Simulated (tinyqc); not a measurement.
Polarisation charge from two barrier thicknesses.

Question. VT = phiB - dEc - q sigma d/(eps0 eps_r). Find sigma, phiB - dEc and the thickness at which VT = 0.

Parameters, values chosen for the exercise:
- eps_r = 9.3 (relative permittivity of barrier and channel)

Constants: q = 1.602176634e-19 C, eps0 = 8.8541878128e-14 F/cm where lengths are in cm. Results are converted to the units shown.

VT for d = 20 and 26 nm (V): [-4.2039443, -5.7124475]

Solution. VT is linear in d.

sigma = 1.29e13 cm^-2
phiB - dEc = 0.824 V
thickness for VT = 0 = 3.28 nm

Computed by the program tinyqc: `OMP_NUM_THREADS=1 python tinyqc.py 2570003 2570004 out.jsonl`, one thread of a shared Intel Xeon 2.30GHz, about 0.02 s for the whole run.
